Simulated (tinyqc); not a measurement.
MOS capacitor on an n-type substrate, surface potential from the exact charge relation: one step of the calculation.

Uniform n-type substrate, Boltzmann statistics, full ionisation, classical densities. psi is the surface potential against the body (positive when the bands bend down) and u = -psi/Vt. Traps are spread evenly over the gap and neutral at flat band, so their charge is -q Dit psi; the minority quasi-Fermi level is shifted by Vb.

Task. Newton step for the surface potential. u = -psi/Vt; F^2 = exp(-u) + u - 1 + r (exp(u) - u - 1); Qs = +sign(u) Q0 F; Cs = -dQs/dpsi = (Q0/Vt) |1 - exp(-u) + r (exp(u) - 1)|/(2 F). f = Vfb + psi + (q Dit psi - Qs)/Cox - Vg, f' = 1 + (Cs + q Dit)/Cox, psi(new) = psi - f/f'.

Inputs (values chosen for the exercise); band and dielectric values close to those of silicon: temperature T = 300 K; density of interface traps Dit = 0 cm^-2 eV^-1; gate voltage against the body Vg = -0.96 V.

Constants: q = 1.602176634e-19 C, kB = 1.380649e-23 J/K, Vt = kB T/q. Results are converted to the units shown.

psi after iteration 1 = -0.85227011 V
Cox = 0.58527682 uF/cm^2
Vfb = -2.7227619e-4 V
Q0 = 51.578108 nC/cm^2
r = 1.7252702e-15

Wanted: u; F; Qs; Cs; f; f'; psi after iteration 2.

Result.

u = 32.967
F = 5.6856
Qs = 293.25 nC/cm^2
Cs = 0.23834 uF/cm^2
f = -0.39359 V
f' = 1.4072
psi after iteration 2 = -0.57258 V

Numbers from tinyqc (`OMP_NUM_THREADS=1 python tinyqc.py 2060094 2060095 out.jsonl`; about 0.01 s on one thread of a shared Intel Xeon 2.30GHz).
